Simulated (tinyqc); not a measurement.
Surface Green function of a two-leg ladder, Sancho-Rubio decimation: one step of the calculation.

A semi-infinite lead of cells 0, 1, 2, ... with H0 inside a cell and H1 = <cell i|H|cell i + 1>. One rung (site 1 on leg a, site 2 on leg b) is a cell; all hoppings enter with a minus sign. z = E + i eta.

Task. Decimation. Start with e_s = e = H0, a = H1, b = H1^dagger. Each round: g = (z - e)^(-1); e_s <- e_s + a g b; e <- e + a g b + b g a; a <- a g a; b <- b g b (all with the old a, b). Round k joins cells 2^k apart.

Values chosen for this exercise:
- E = 2.46 eV (energy)
- eta = 0.01 eV (broadening)

e_s after round 2 (eV):
```
                       1                      2
1  -2.3371850-0.0659778i  -0.7714431+0.0424542i
2  -0.7714431+0.0424542i  -2.3068025-0.0313096i
```

e after round 2 (eV):
```
                       1                      2
1  -6.0163495-0.1517797i   1.6154753+0.0781712i
2   1.6154753+0.0781712i  -2.3026793-0.0493150i
```

a after round 2 (eV):
```
                       1                      2
1   3.8267310+0.0688733i  -1.6676178-0.0310773i
2  -2.4191704-0.0480797i   1.3439868+0.0200366i
```

b after round 2 (eV):
```
                       1                      2
1   3.8267310+0.0688733i  -2.4191704-0.0480797i
2  -1.6676178-0.0310773i   1.3439868+0.0200366i
```

Wanted: g; e_s after round 3; e after round 3; a after round 3; b after round 3.

Result.

g (1/eV):
```
                  1                 2
1  0.12609-0.00184i  0.04281+0.00091i
2  0.04281+0.00091i  0.22445-0.00178i
```

e_s after round 3 (eV):
```
                 1                2
1  -0.4120-0.0398i  -2.0495+0.0246i
2  -2.0495+0.0246i  -1.4414-0.0195i
```

e after round 3 (eV):
```
                 1                2
1  -1.7226-0.0911i  -0.8047+0.0453i
2  -0.8047+0.0453i  -0.8728-0.0312i
```

a after round 3 (eV):
```
                 1                2
1   2.0835+0.0280i  -0.9690-0.0117i
2  -1.4271-0.0195i   0.6793+0.0080i
```

b after round 3 (eV):
```
                 1                2
1   2.0835+0.0280i  -1.4271-0.0195i
2  -0.9690-0.0117i   0.6793+0.0080i
```

Numbers from tinyqc (`OMP_NUM_THREADS=1 python tinyqc.py 2680115 2680116 out.jsonl`; about 0.1 s on one thread of a shared Intel Xeon 2.30GHz).
